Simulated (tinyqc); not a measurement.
What moves the results: tight-binding t2g bands of a cubic perovskite. A value that a table varies takes the place of the one given here.

Orbitals yz, zx, xy (X, Y, Z below) times spin. E_xy = Dt + 2t (2 - cos x - cos y) + 2 td (1 - cos z) + 4 t2 (1 - cos x cos y) with x = kx a and so on; yz and zx follow by cyclic change, without Dt. Spin-orbit term -(Dso/3) L.sigma + Dso/3 with (L_k)_ij = -i epsilon_kij in X, Y, Z: for Dt = 0 the quartet lies at 0 and the doublet at Dso.

Constants: hbar^2/2m0 = 3.80998211 eV angstrom^2.

Parameters, chosen for this exercise (of the size met in SrTiO3 and KTaO3; shifted at random, so the results belong to these values and not to a real crystal):
- t = 0.522 eV (strong hopping)
- td = 0.02 eV (weak hopping)
- t2 = 0.045 eV (diagonal hopping in the plane of the orbital)
- Dso = 0.037 eV (spin-orbit splitting at Gamma)
- Dt = -0.025 eV (shift of xy (tetragonal field or confinement))
- a = 4.023 angstrom (lattice constant)
- k = (0.16, 0.04, 0) 2 pi/a (wave vector)

## Bands along [100] with and without spin-orbit coupling

k = (x,0,0). The plain columns hold the three orbital energies without spin-orbit coupling, sorted.

Levels (eV):
```
x (2 pi/a)  plain 1  plain 2  plain 3   pair 1  pair 2  pair 3
0.00        -0.0250   0.0000   0.0000  -0.0195  0.0000  0.0315
0.02        -0.0153   0.0003   0.0097  -0.0108  0.0046  0.0378
0.04         0.0013   0.0135   0.0385   0.0055  0.0233  0.0614
0.06         0.0028   0.0610   0.0860   0.0115  0.0690  0.1062
0.10         0.0076   0.2088   0.2338   0.0186  0.2163  0.2523
0.15         0.0165   0.4796   0.5046   0.0282  0.4869  0.5225
0.20         0.0276   0.8208   0.8458   0.0396  0.8281  0.8635
0.30         0.0524   1.5772   1.6022   0.0645  1.5845  1.6198
0.50         0.0800   2.4230   2.4480   0.0922  2.4303  2.4655
```

At the zone edge the heavy yz band has risen by 0.080 eV (4 td) and the light ones by 2.448 eV (4t + 8 t2). Spin-orbit coupling mixes the orbitals while their spacing is below Dso = 0.037 eV: the lowest pair lies +4.5 meV from the plain band at x = 0.02 and +12.2 meV at the edge, where yz has parted from the other two and its offset tends to Dso/3 = 12.3 meV; zx and xy, 25 meV apart without the coupling, still mix there. With Dt < 0 the lowest plain band at Gamma is xy, and yz passes below it further out.

## Order of the levels against the shift of xy

Levels at Gamma, the xy weight of the lowest pair and its mass along [100] from m/m0 = c q^2/(E(q) - E(0)), q = 0.001 (2 pi/a).

At Gamma:
```
Dt (eV)  pair 1 (eV)  pair 2 (eV)  pair 3 (eV)  xy weight of pair 1  mass (m0)
-0.30        -0.2886       0.0000       0.0256                0.997      0.385
-0.15        -0.1395       0.0000       0.0265                0.989      0.387
-0.08        -0.0709       0.0000       0.0279                0.968      0.391
-0.03        -0.0239       0.0000       0.0309                0.886      0.407
-0.01        -0.0072       0.0000       0.0342                0.770      0.433
0.01          0.0000       0.0060       0.0410                0.000      0.746
0.03          0.0000       0.0139       0.0531                0.000      0.745
0.08          0.0000       0.0204       0.0966                0.000      0.745
0.15          0.0000       0.0225       0.1645                0.000      0.745
```

For Dt > 0 the lowest pair is the pure yz, zx combination at 0, with mass 0.745 at Dt = 0.15 eV. For Dt < 0 it gains xy weight, 0.77 at -0.01 and 1.00 at -0.3 eV, and its mass tends to the light value 0.385; the scale of the change is Dso = 0.037 eV.

## What each parameter does

The three pairs at k. Each row changes one parameter from the base and keeps the others.

Results:
```
case             pair 1 (eV)  pair 2 (eV)  pair 3 (eV)
base                  0.0688       0.5733       0.6003
t = 0.5742 eV         0.0721       0.6227       0.6510
td = 0.03 eV          0.0781       0.5737       0.6005
t2 = 0.065 eV         0.0713       0.6109       0.6383
Dso = 0.0481 eV       0.0721       0.5735       0.6079
Dt = -0.055 eV        0.0688       0.5556       0.5881
```

The largest shifts from the base row, up to three for each result and ties (the steps differ in size, so this ranks the rows, not the parameters). pair 1 (eV): td +0.0093, t +0.0033, Dso +0.0033; unchanged at the printed digits by Dt. pair 2 (eV): t +0.0494, t2 +0.0376, Dt -0.0177. pair 3 (eV): t +0.0507, t2 +0.0380, Dt -0.0122.

(tinyqc, `OMP_NUM_THREADS=1 python tinyqc.py 1481068 1481069 out.jsonl`, Intel(R) Xeon(R) Processor @ 2.30GHz, 1 thread, shared host, about 0.01 s.)
